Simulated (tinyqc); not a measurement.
# Access strength from the read disturbance

Inverse problem. Transistor (EKV form, voltages against the body): I = 2 n b Vt^2 [F(vp - Vs) - F(vp - Vd)] from drain to source, F(v) = ln^2(1 + exp(v/(2 Vt))), vp = (Vg - VT + sg |Vd - Vs|)/n. n-channel bodies are at 0; for the p-channel device all voltages are counted down from Vdd. b in uA/V^2 gives I in uA. In an SRAM read the low node Q obeys In(gate QB, drain Q) = Ip(gate QB, drain Q) + Ia, where the access transistor (threshold VTn) has its gate and drain at Vdd and its source at Q. Find Ia, ba and the cell ratio bn/ba.

Values chosen for this exercise:
```
symbol,value,unit,meaning
T,300,K,temperature
Vdd,0.8,V,supply voltage
n,1.16,,slope factor
sg,0.066,,drain-induced barrier lowering
VTn,0.41,V,n-channel threshold
VTp,0.34,V,p-channel threshold (magnitude)
bn,210,uA/V^2,gain factor of the pull-down transistor
bp,120,uA/V^2,gain factor of the pull-up transistor
```

Constants: q = 1.602176634e-19 C, kB = 1.380649e-23 J/K, Vt = kB T/q. Results are converted to the units shown.

Q and QB in the read (V): [0.064210200, 0.79999961]

Solution. The node equation gives Ia, which is proportional to ba.

Ia = 4.80 uA
ba = 84.0 uA/V^2
cell ratio = 2.50

Numbers from tinyqc (`OMP_NUM_THREADS=1 python tinyqc.py 2340148 2340149 out.jsonl`; about 0.2 s on one thread of a shared Intel Xeon 2.30GHz).
